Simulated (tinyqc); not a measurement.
Band edges of strained Si(1-x)Ge(x) on relaxed Si(1-y)Ge(y): one step. Gap and offsets against the buffer. Five cases, with inputs chosen for the exercise.

Question. Buffer: Ev(y) and Ec = Ev(y) + min(ED, EL). dEc = Ec(buffer) - Ec(layer), dEv = Ev(layer) - Ev(buffer); positive values confine the carrier in the layer; type I if both have one sign.

Case 1.

Interpolated values (a in angstrom, C11, C12, C44 in GPa, all else in eV):
```
symbol,layer,buffer
a,5.659000,5.602840
Dso,0.286000,0.228160
av,1.220000,1.524800
b,-2.560000,-2.444800
d,-5.330000,-5.219600
C11,126.700000,135.796000
C12,48.100000,51.988000
C44,67.700000,70.556000
Ev,0.670000,0.509200
ED,0.921000,0.947122
EL,0.728000,1.030160
aD,1.340000,1.455200
aL,-2.880000,-2.964000
XuD,9.750000,9.531600
XuL,15.120000,15.213600
```

valley edges (eV): Delta x 1.502737, Delta y 1.502737, Delta z 1.672963, L [111] 1.418440, L [1-1-1] 1.418440, L [-11-1] 1.418440, L [-1-11] 1.418440

edges from the top (eV): 0.699673  0.625837  0.353424

Case 2.

Interpolated values (a in angstrom, C11, C12, C44 in GPa, all else in eV):
```
symbol,layer,buffer
a,5.472600,5.448800
Dso,0.094400,0.069700
av,2.220000,2.345000
b,-2.172000,-2.121000
d,-4.848000,-4.789000
C11,159.820000,163.910000
C12,60.560000,62.030000
C44,76.500000,77.700000
Ev,0.130000,0.065000
ED,1.084040,1.118560
EL,1.746400,1.871200
aD,1.768000,1.809000
aL,-2.852000,-2.841000
XuD,9.240000,9.240000
XuL,15.868000,15.939000
```

valley edges (eV): Delta x 1.168951, Delta y 1.168951, Delta z 1.239589, L [111] 1.879814, L [1-1-1] 1.879814, L [-11-1] 1.879814, L [-1-11] 1.879814

edges from the top (eV): 0.134612  0.107942  0.017069

Case 3.

Interpolated values (a in angstrom, C11, C12, C44 in GPa, all else in eV):
```
symbol,layer,buffer
a,5.435000,5.492557
Dso,0.044000,0.113160
av,2.460000,2.121200
b,-2.100000,-2.217600
d,-4.780000,-4.928400
C11,165.000000,154.416000
C12,63.700000,59.360000
C44,79.200000,75.504000
Ev,0.000000,0.193200
ED,1.171000,1.058877
EL,1.979000,1.630680
aD,1.700000,1.599200
aL,-2.850000,-2.875200
XuD,8.900000,8.978400
XuL,16.410000,15.990000
```

valley edges (eV): Delta x 1.212878, Delta y 1.212878, Delta z 1.284072, L [111] 1.885337, L [1-1-1] 2.060361, L [-11-1] 2.060361, L [-1-11] 1.885337

edges from the top (eV): 0.110194  -0.000930  -0.036870

Case 4.

Interpolated values (a in angstrom, C11, C12, C44 in GPa, all else in eV):
```
symbol,layer,buffer
a,5.558670,5.496300
Dso,0.186500,0.119000
av,1.766000,2.090000
b,-2.336500,-2.215000
d,-5.033600,-4.904000
C11,143.422000,152.980000
C12,55.181000,59.690000
C44,73.247000,76.730000
Ev,0.359100,0.189000
ED,0.996055,1.063590
EL,1.284840,1.632600
aD,1.447600,1.534000
aL,-2.988400,-2.956000
XuD,9.184000,9.130000
XuL,15.265000,15.400000
```

valley edges (eV): Delta x 1.250005, Delta y 1.250005, Delta z 1.432347, L [111] 1.660817, L [1-1-1] 1.660817, L [-11-1] 1.660817, L [-1-11] 1.660817

edges from the top (eV): 0.381107  0.314250  0.122295

Case 5.

Interpolated values (a in angstrom, C11, C12, C44 in GPa, all else in eV):
```
symbol,layer,buffer
a,5.656000,5.622543
Dso,0.288000,0.256150
av,1.250000,1.409900
b,-2.540000,-2.482800
d,-5.280000,-5.222800
C11,127.600000,132.462000
C12,47.900000,49.915000
C44,67.500000,69.216000
Ev,0.710000,0.617700
ED,0.916000,0.919435
EL,0.731000,0.896360
aD,1.330000,1.367700
aL,-2.560000,-2.645800
XuD,9.260000,9.231400
XuL,14.800000,15.023600
```

valley edges (eV): Delta x 1.574969, Delta y 1.574969, Delta z 1.670869, L [111] 1.450680, L [1-1-1] 1.450680, L [-11-1] 1.450680, L [-1-11] 1.450680

edges from the top (eV): 0.727068  0.679644  0.407578

Give: gap of the strained layer; gap of the buffer; dEc; dEv.

Answer.

Case 1.

gap of the strained layer = 0.7188 eV
gap of the buffer = 0.9471 eV
dEc = 0.0379 eV
dEv = 0.1905 eV

Type I: electrons collect in the layer (38 meV) and holes in the layer (190 meV). The relaxed layer would have a gap of 0.728 eV, so strain has moved it by -9 meV. An offset this small is within the spread of published parameter sets, so the type is not settled by this model.

Case 2.

gap of the strained layer = 1.0343 eV
gap of the buffer = 1.1186 eV
dEc = 0.0146 eV
dEv = 0.0696 eV

Type I: electrons collect in the layer (15 meV) and holes in the layer (70 meV). The relaxed layer would have a gap of 1.084 eV, so strain has moved it by -50 meV. An offset this small is within the spread of published parameter sets, so the type is not settled by this model.

Case 3.

gap of the strained layer = 1.1027 eV
gap of the buffer = 1.0589 eV
dEc = 0.0392 eV
dEv = -0.0830 eV

Type II: electrons collect in the layer (39 meV) and holes in the buffer (83 meV). The relaxed layer would have a gap of 1.171 eV, so strain has moved it by -68 meV. An offset this small is within the spread of published parameter sets, so the type is not settled by this model.

Case 4.

gap of the strained layer = 0.8689 eV
gap of the buffer = 1.0636 eV
dEc = 0.0026 eV
dEv = 0.1921 eV

Type I: electrons collect in the layer (3 meV) and holes in the layer (192 meV). The relaxed layer would have a gap of 0.996 eV, so strain has moved it by -127 meV. An offset this small is within the spread of published parameter sets, so the type is not settled by this model.

Case 5.

gap of the strained layer = 0.7236 eV
gap of the buffer = 0.8964 eV
dEc = 0.0634 eV
dEv = 0.1094 eV

Type I: electrons collect in the layer (63 meV) and holes in the layer (109 meV). The relaxed layer would have a gap of 0.731 eV, so strain has moved it by -7 meV.

Computed by tinyqc, one run a case: `OMP_NUM_THREADS=1 python tinyqc.py N N+1 out.jsonl` with N = 1050426, 1050623, 1050802, 1050828, 1050877; one thread of a shared Intel(R) Xeon(R) Processor @ 2.30GHz, about 0.02 s a run at most.
